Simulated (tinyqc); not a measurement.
Inside a calculation. Model: thermal stress and diffusional relaxation in a metal film: Coble and Nabarro-Herring creep, cooling and holds. Computed by tinyqc, a small Python program that keeps every step. Command: `OMP_NUM_THREADS=1 python tinyqc.py 3005391 3005392 out.jsonl creep walk`. One thread of a shared host (Intel(R) Xeon(R) Processor @ 2.30GHz), about 0.01 s of CPU time with the checks. Intermediate numbers are printed to about 7 digits and carried at full precision; extremes and crossings named in words are read from the listed rows.

A thin film on a rigid substrate is stress-free at T0. Tension is positive and the film creeps linearly: d sigma/dt = -M (mismatch) dT/dt - sigma/tau.

Inputs (values chosen for the exercise, modelled on silver films on silicon):

| quantity | value | unit |
|---|---|---|
| biaxial modulus M | 137 | GPa |
| expansion mismatch | 15.5 | 1e-6/K |
| atomic volume Omega | 17 | angstrom^3 |
| lattice prefactor D0 | 4.7e-05 | m^2/s |
| lattice energy E | 1.95 | eV |
| boundary prefactor (delta D_b)0 | 3.1e-15 | m^3/s |
| boundary energy E_b | 0.962 | eV |
| grain size d | 3 | um |
| stress-free temperature T0 | 300 | C |
| hold temperature T | 210 | C |
| hold time t | 0.31 | h |
| cooling rate | 30 | C/min |

Constants: k_B = 1.380649e-23 J/K; k_B = 8.617333262e-05 eV/K.

## Elastic stress after a quench

Thermoelastic slope = M x mismatch; sigma_0 = slope x (T0 - T).

thermoelastic slope = 2.1235 MPa/K

stress after a quench sigma_0 = 191.115 MPa

## Creep at the hold temperature

Creep rate per stress: Nabarro-Herring 14 D Omega/(k_B T d^2), Coble (14 pi) delta D_b Omega/(k_B T d^3), with D = D0 exp(-E/(k_B T)), delta D_b = (delta D_b)0 exp(-E_b/(k_B T)); 1/tau = M x (sum of both)/2 (biaxial strain rate is half the uniaxial one). Temperatures in kelvin are T(C) + 273.15. sigma(t) = sigma_0 exp(-t/tau), relaxed part sigma_0 - sigma(t); the grain size where both mechanisms are equal is pi delta D_b/D.

Nabarro-Herring rate = 8.504591e-22 1/(Pa s)

Coble rate = 1.188110e-15 1/(Pa s)

relaxation time tau = 3.413106 h

stress after the hold = 174.5217 MPa

stress relaxed during the hold = 16.59332 MPa

crossover grain size = 4191067 um

Coble creep is 1.4e6 times as fast as Nabarro-Herring creep at this grain size. The crossover size is formal, far above any film grain. Caution: bulk creep laws overstate relaxation in a bonded film, where the substrate constrains boundary diffusion, and dislocation glide is left out.

## Stress after cooling to room temperature

Cooling from T0 at the constant rate: d sigma/dT = -slope + sigma/(tau(T) x rate), integrated to 25 C (stiff solver, tolerance 1e-9). Effective stress-free temperature T_eff = 25 C + sigma/slope.

stress at 25 C = 576.3477 MPa

effective stress-free temperature = 296.4141 C

Creep during cooling removes 1.3 % of the elastic value. Caution: bulk creep laws overstate relaxation in a bonded film, and dislocation glide would cap stresses above the yield stress.

## Where a fixed hold relaxes most

For each hold temperature: sigma_0 = slope (T0 - T), relaxed stress sigma_0 (1 - exp(-t/tau)), initial rate sigma_0/tau. In confined lines the relaxed part appears as void volume.

Holds:

| T (C) | sigma_0 (MPa) | tau (h) | relaxed (MPa) | initial rate (MPa/h) |
|---|---|---|---|---|
| 25 | 583.9625 | 3.547858e+06 | 5.102470e-05 | 1.645958e-04 |
| 50 | 530.8750 | 2.122832e+05 | 7.752434e-04 | 2.500787e-03 |
| 75 | 477.7875 | 1.913947e+04 | 7.738611e-03 | 2.496346e-02 |
| 100 | 424.7000 | 2.393634e+03 | 5.499942e-02 | 1.774290e-01 |
| 125 | 371.6125 | 3.902988e+02 | 2.950409e-01 | 9.521230e-01 |
| 150 | 318.5250 | 7.914437e+01 | 1.245188e+00 | 4.024607e+00 |
| 175 | 265.4375 | 1.923934e+01 | 4.242673e+00 | 1.379660e+01 |
| 200 | 212.3500 | 5.446904e+00 | 1.174801e+01 | 3.898545e+01 |
| 225 | 159.2625 | 1.754966e+00 | 2.578777e+01 | 9.074965e+01 |
| 250 | 106.1750 | 6.315970e-01 | 4.118266e+01 | 1.681056e+02 |
| 275 | 53.0875 | 2.500579e-01 | 3.772041e+01 | 2.123009e+02 |

The relaxed stress peaks at 250 C among these rows: colder holds have more stress but slower diffusion, hotter ones faster diffusion but less stress. The initial rate peaks about k_B T^2/E_b = 29 K below T0 when boundaries dominate; its largest row is 275 C. Caution: dislocation glide would cap stresses above the yield stress; capping layers can block the surface and boundary paths, and threshold stresses are ignored.

Checks made by the program: cooling integral by quadrature (relative difference 1e-10).
